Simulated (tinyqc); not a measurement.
# The Fermi level, mass and scattering length from S, n and sigma

Problem. Bulk parabolic band, x = (E - Ec)/kB T, C = hbar^2/(2 m0), kB T in eV. Modes per area gv m kB T x/(4 pi C) times the back-scattering length l0 x^rr give the transport function s0 X(x), s0 = (2 q^2/h) gv m kB T l0/(4 pi C), X = x^(1 + rr). I_k = int X (x - eta)^k w dx, w = 1/(4 cosh^2((x - eta)/2)). sigma = s0 I_0, S = -(kB/q) I_1/I_0; n = 2 gv (m kB T/(4 pi C))^1.5 F(eta), F(y) = (2/sqrt(pi)) int_0^infinity sqrt(u)/(1 + exp(u - y)) du. Find eta, m and l0.

Parameters, values chosen for the exercise:
```
symbol  value  unit                         meaning
T         300     K                     temperature
gv          2                               valleys
rr        0.5        energy exponent of that length
```

Constants: q = 1.602176634e-19 C, kB = 1.380649e-23 J/K, hbar = 1.054571817e-34 J s, h = 6.62607015e-34 J s, m0 = 9.1093837015e-31 kg, Vt = kB T/q, hbar^2/(2 m0) = 0.0380998212 eV nm^2. Results are converted to the units shown.

S = -88.874679 uV/K
n = 2.9848003e19 cm^-3
sigma = 1381.0206 S/cm

Solution. |S| falls steadily as eta rises and depends on nothing else, so it fixes eta; n then gives m, and sigma gives l0.

eta = 4.30
m = 0.190 m0
l0 = 9.10 nm

Program tinyqc, `OMP_NUM_THREADS=1 python tinyqc.py 2800124 2800125 out.jsonl`; Intel Xeon 2.30GHz, shared host, one thread, about 0.05 s.
